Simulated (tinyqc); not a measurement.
## Via and link resistance from two via chains

Question. A chain of 5000 vias joined by 5000 metal links has R = 5000 (Rv + Rlink), with Rlink proportional to the link length. Find Rv, Rlink for length L, and the value of Rv that the short chain would give if the links were ignored.

resistance of chains of 5000 links with link lengths L and 3 L (ohm): 97500  1.825e5

Answer. R per link is a straight line in the link length; its intercept at zero length is Rv.

Rv = 11.00 ohm
Rlink = 8.500 ohm
Rv without correction = 19.50 ohm

Program tinyqc, `OMP_NUM_THREADS=1 python tinyqc.py 2750114 2750115 out.jsonl`; Intel Xeon 2.30GHz, shared host, one thread, about 0.01 s.
